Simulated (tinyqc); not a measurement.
Inside a calculation: Landau levels of a parabolic two-dimensional band. Values are carried at full precision from step to step, so a last printed digit may differ when a step is redone from the rounded ones.

In a field B along z: l = 1/sqrt((e/hbar) B) is the magnetic length, n_B = B/(h/e) the number of states per area in one level, hbar wc = 2 muB B/m for mass m in m0; 1/angstrom^2 = 1e16/cm^2.

Constants: e/hbar = 1.519267448e-05 1/(T angstrom^2); h/e = 413566.7697 T angstrom^2; hbar^2/2m0 = 3.80998211 eV angstrom^2; muB = 5.788381798e-05 eV/T; e^2/h = 3.874045865e-05 S.

Inputs chosen for the exercise (near those of a two-dimensional electron gas in Ge (111); not measured data): B = 2.4 T (magnetic field); n = 5.7 x 1e11/cm^2 (electron sheet density); m = 0.0819 m0 (mass); gs = 0.87 (g factor); gv = 1 (valleys).

## Scales set by the field

Give l, n_B and the filling factor nu = n/n_B.

l = 165.61 angstrom
n_B = 0.5803 x 1e11/cm^2
nu = 9.822

## The lowest levels

E(N, s) = (N + 1/2) hbar wc + s gs muB B with s = +/-1/2.

List the eight lowest, in meV, with the gap to the next.

Levels:

| label | E (meV) | gap above (meV) |
|---|---|---|
| 0- | 1.636 | 0.121 |
| 0+ | 1.757 | 3.272 |
| 1- | 5.028 | 0.121 |
| 1+ | 5.149 | 3.272 |
| 2- | 8.421 | 0.121 |
| 2+ | 8.542 | 3.272 |
| 3- | 11.813 | 0.121 |
| 3+ | 11.934 | 3.272 |

The largest of these gaps, 3.27 meV, first occurs above level 0+ and is kB T at 38 K.

## Fields of the Hall plateaus

A plateau is centred where nu = n/n_B equals 1, 2, 3, 4, 5, 6; there rho_xy = h/(nu e^2).

Plateaus:

| nu | B (T) | 1/B (1/T) | rho_xy (kohm) |
|---|---|---|---|
| 1 | 23.573 | 0.0424 | 25.8128 |
| 2 | 11.787 | 0.0848 | 12.9064 |
| 3 | 7.858 | 0.1273 | 8.6043 |
| 4 | 5.893 | 0.1697 | 6.4532 |
| 5 | 4.715 | 0.2121 | 5.1626 |
| 6 | 3.929 | 0.2545 | 4.3021 |

These counts hold wherever the levels are resolved.

## Checks

- Level spacing from finite differences in the Landau gauge against hbar wc, meV: both 3.39.

(tinyqc, `OMP_NUM_THREADS=1 python tinyqc.py 1281022 1281023 out.jsonl`, Intel(R) Xeon(R) Processor @ 2.30GHz, 1 thread, shared host, about 0.01 s.)
